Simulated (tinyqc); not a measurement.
# Off-state leakage of single and stacked transistors, step by step

tinyqc, about 0.03 s, one thread, Intel Xeon 2.30GHz (shared host): `OMP_NUM_THREADS=1 python tinyqc.py 2242144 2242145 out.jsonl` Printed values are rounded.

n-channel devices of unit width. Subthreshold current I(Vg, Vs, Vd) = I0 (T/300 K)^0.5 exp[(Vg - Vs - VT(T) - gb (Vs - Vb) + dd (Vd - Vs))/(nf Vt)] (1 - exp(-(Vd - Vs)/Vt)), VT(T) = VT - cT (T - 300 K). Gate-edge tunnelling Ig (Vd/1 V) exp(ag (Vd - 1 V)), for a gate at 0 V, and band-to-band leakage Ab u exp(-Bb/u), u = Vd - Vb + 1 V, flow at a drain held at V; both are taken as independent of T. In a stack of off transistors (all gates at 0 V) the same subthreshold current passes through each.

Values chosen for this exercise; values of the order met in bulk silicon logic transistors:
```
symbol,value,unit,meaning
T,300,K,temperature
V,0.7,V,supply voltage
VT,0.4,V,"threshold at 300 K, zero drain and body bias"
cT,0.8,mV/K,fall of the threshold with temperature
I0,0.6,uA/um,current at threshold at 300 K
nf,1.44,,slope factor
dd,0.12,,drain-induced lowering per volt
gb,0.24,,rise of the threshold per volt of source-body bias
Ig,0.0006,uA/um,gate-edge tunnelling current at 1 V
ag,4.1,1/V,exponential slope of the gate current
Ab,70,uA/(um V),prefactor of band-to-band leakage at the drain
Bb,21,V,its exponential voltage
Vb,0,V,body voltage
```

Constants: q = 1.602176634e-19 C, kB = 1.380649e-23 J/K, Vt = kB T/q. Results are converted to the units shown.

## Leakage of one transistor

Vg = Vs = 0, Vd = V; effective threshold VT(T) - gb Vb - dd V.

effective threshold = 0.316 V
parts (nA/um): subthreshold 0.123494, gate edge 0.122763, band-to-band 0.513727
total = 0.759985 nA/um
shares (%): subthreshold 16.2496, gate edge 16.1533, band-to-band 67.5971

The band-to-band part is the largest.

## Starting value

Vx = dd V/(1 + gb + 2 dd), the solution for Vx well above Vt, rounded to three decimals.

Vx at the start = 0.057 V

## Iteration 1: new Vx

Stack of two, Vx the node between them: I_low = I(0, 0, Vx), I_up = I(0, Vx, V), f = ln(I_up/I_low), f' = -(1 + gb + 2 dd)/(nf Vt) - 1/(Vt (exp(Vx/Vt) - 1)) - 1/(Vt (exp((V - Vx)/Vt) - 1)), Vx(new) = Vx - f/f'.

I_low = 0.0138276 nA/um
I_up = 0.0153917 nA/um
f = 0.107162
f' = -44.5501 1/V
Vx after iteration 1 = 0.0594054 V

## Iteration 2: new Vx

As before.

I_low = 0.0140887 nA/um
I_up = 0.0140968 nA/um
f = 5.80400e-4
f' = -44.0766 1/V
Vx after iteration 2 = 0.0594186 V

## Course of the iteration

Stop when the step is below 1e-11 V, or after 40 iterations.

Course of the iteration:
```
iteration  Vx before the step (V)  step (V)
1                           0.057   2.41e-3
2                       0.0594054   1.32e-5
3                       0.0594186  3.65e-10
4                       0.0594186   < 1e-15
```

Converged in 4 iterations. The subthreshold current of the stack is 0.01409 nA/um, 8.76 times less than that of one transistor (the drain leakage is unchanged); the estimate exp[dd V (1 + gb + dd)/((1 + gb + 2 dd) nf Vt)] gives 7.95.
